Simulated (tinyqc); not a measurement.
Nanowire ballistic transistor, top-of-the-barrier model: two steps of the calculation.

At the top of the source barrier, states moving towards the drain are filled by the source (Fermi level 0) and states moving back by the drain (Fermi level -q Vd); nothing scatters. U is the shift of the band edge there, set by the capacitances CG, CD and CS (the total) and by the charge. Parabolic one-dimensional subbands; the source is grounded.

Values chosen for this exercise; mass and valleys close to those of gallium nitride:
```
symbol  value  unit                                                                 meaning
T         200     K                                                             temperature
m       0.194    m0                                                          effective mass
gv          1                                                             valley degeneracy
eox        16                                   relative permittivity of the gate insulator
tox       2.5    nm                                                     insulator thickness
d           8    nm                                                           wire diameter
dE       0.08    eV                                    offset of a second subband (0: none)
aG       0.86                                                            gate control CG/CS
E0       0.21    eV  band edge at the barrier top above the source Fermi level at zero bias
Vd        0.1     V                                                           drain voltage
```

Constants: q = 1.602176634e-19 C, kB = 1.380649e-23 J/K, hbar = 1.054571817e-34 J s, h = 6.62607015e-34 J s, m0 = 9.1093837015e-31 kg, Vt = kB T/q, eps0 = 8.8541878128e-14 F/cm where lengths are in cm. Results are converted to the units shown.

Task 1. Self-consistent potential at the barrier top. eta1 = -(E0 + U)/Vt, eta2 = eta1 - Vd/Vt, n = (N0/2)[F_(-1/2)(eta1) + F_(-1/2)(eta2)], F_(-1/2)(x) = (1/sqrt(pi)) int_0^infinity u^(-1/2)/(1 + exp(u - x)) du. Each F is summed over the two subbands, F(eta) + F(eta - dE/Vt), which share the mass. U(out) = UL + q (n - n0)/CS. U(new) = U(out).

U at the start (U = UL) = -0.5195 eV
N0 = 1.6713442e6 cm^-1
CS = 21.318366 pF/cm
n0 = 8.6191396 cm^-1
UL = -0.5195 eV

Wanted: eta1; eta2; n; U(out); U after iteration 1.

Result 1.

eta1 = 17.96
eta2 = 12.16
n = 1.327e7 cm^-1
U(out) = -0.4198 eV
U after iteration 1 = -0.4198 eV

Task 2. Current, mean velocity and share of the gate voltage. N0 = gv sqrt(2 m kB T/pi)/hbar, CG = 2 pi eps0 eox/ln(1 + 2 tox/d), CS = CG/aG, n0 = n at U = 0 and Vd = 0. I = gv (2 q^2/h) Vt [ln(1 + exp eta1) - ln(1 + exp eta2)], summed over both subbands. Mean velocity I/(q n). CQ = (q/Vt) dn/d(eta1); the band edge follows the gate as -dU/dVg = aG/(1 + CQ/CS).

converged U = -0.44161988 eV

Give: eta1; n; I; mean velocity; CQ; -dU/dVg.

Result 2.

eta1 = 13.44
n = 1.036e7 cm^-1
I = 15.43 uA
mean velocity = 9.294e6 cm/s
CQ = 7.134 pF/cm
-dU/dVg = 0.6444 eV/V

The carriers from the source are degenerate (eta1 = 13.4), and the mean velocity is 0.932 times vT = sqrt(2 kB T/(pi m)) = 9.97e6 cm/s. The drain fills a good part of the returning states, which lowers the mean.

Numbers from tinyqc (`OMP_NUM_THREADS=1 python tinyqc.py 2400024 2400025 out.jsonl`; about 0.06 s on one thread of a shared Intel Xeon 2.30GHz).
